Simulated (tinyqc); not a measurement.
What moves the results: cyclotron resonance of ellipsoidal valleys, Si type. A value that a table varies takes the place of the one given here.

Valleys along [100], [010], [001] (each with its opposite partner), mass ml along the axis and mt across it. B lies in the (1-10) plane, b = (sin(theta)/sqrt2, sin(theta)/sqrt2, cos(theta)). For the angle phi between B and the axis, 1/mc^2 = cos^2(phi)/mt^2 + sin^2(phi)/(mt ml). Resonance: h nu = 2 muB B/mc, h = 2 pi hbar.

Constants: hbar = 6.58211957e-16 eV s; muB = 5.788381798e-05 eV/T.

Values chosen for the exercise (near those of Si; not measured data): ml = 0.91 m0 (longitudinal mass); mt = 0.196 m0 (transverse mass); ths = (0, 20, 35, 50, 65, 80, 90) degrees (angles); g1 = 4.28 (Luttinger gamma1); g2 = 0.34 (gamma2); g3 = 1.44 (gamma3); theta = 85 degrees (angle of B from [001] towards [110]); nu = 140 GHz (microwave frequency).

## Rotating the field

mc against theta; [100] and [010] stay equal in this plane.

Cyclotron masses (m0):

| theta (degrees) | [100] | [001] |
|---|---|---|
| 0 | 0.4223 | 0.1960 |
| 20 | 0.3834 | 0.2057 |
| 35 | 0.3340 | 0.2276 |
| 50 | 0.2936 | 0.2668 |
| 65 | 0.2673 | 0.3287 |
| 80 | 0.2539 | 0.4009 |
| 90 | 0.2514 | 0.4223 |

All valleys give one line at theta = 54.7 degrees, B along [111], with mc = 0.2838. The [001] pair goes from mt to sqrt(ml mt), a factor 2.15; the other four only fall from sqrt(ml mt) to 0.2514, since their angle to B never drops below 45 degrees.

## Heavy and light holes (cyclotron masses of warped hole bands)

E = c k^2 f(n) with f = g1 -/+ 2 sqrt(g2^2 + 3 (g3^2 - g2^2)(nx^2 ny^2 + ny^2 nz^2 + nz^2 nx^2)). For the orbit through k = 0 perpendicular to b = (sin(theta)/sqrt2, sin(theta)/sqrt2, cos(theta)), mc is the mean of 1/f over the directions n in that plane (180 evenly spaced angles). Quantum effects of the lowest levels are left out.

Cyclotron masses (m0):

| theta (degrees) | heavy | light |
|---|---|---|
| 0 | 0.4170 | 0.1682 |
| 20 | 0.4643 | 0.1593 |
| 35 | 0.5297 | 0.1513 |
| 50 | 0.5655 | 0.1474 |
| 65 | 0.5618 | 0.1482 |
| 80 | 0.5481 | 0.1526 |
| 90 | 0.5439 | 0.1547 |

The heavy mass varies by 36 % over the table, with its largest listed value at 50 degrees ([111] lies at 54.7) and its smallest at 0; the light mass varies by 14.1 %. The warping term enters both with the same size, but it is set against a small inverse mass in one and a large one in the other (along [111], g1 - 2 g3 = 1.40 and g1 + 2 g3 = 7.16).

## What each parameter does

Resonance fields B = h nu mc/(2 muB) of the valleys [100] and [001]. Each row changes one parameter from the base and keeps the others.

Results:

| case | [100] (T) | [001] (T) |
|---|---|---|
| base | 1.2606 | 2.0836 |
| ml = 1.046 m0 | 1.2755 | 2.2281 |
| mt = 0.176 m0 | 1.1425 | 1.9706 |
| theta = 81 degrees | 1.2675 | 2.0239 |
| nu = 154 GHz | 1.3866 | 2.2919 |

The largest shifts from the base row, up to three for each result and ties (the steps differ in size, so this ranks the rows, not the parameters). [100] (T): nu +0.1261, mt -0.1181, ml +0.0150. [001] (T): nu +0.2084, ml +0.1446, mt -0.1130.

Run: tinyqc, `OMP_NUM_THREADS=1 python tinyqc.py 1252646 1252647 out.jsonl`; Intel(R) Xeon(R) Processor @ 2.30GHz, one thread, shared host; about 0.01 s of CPU time with all checks.
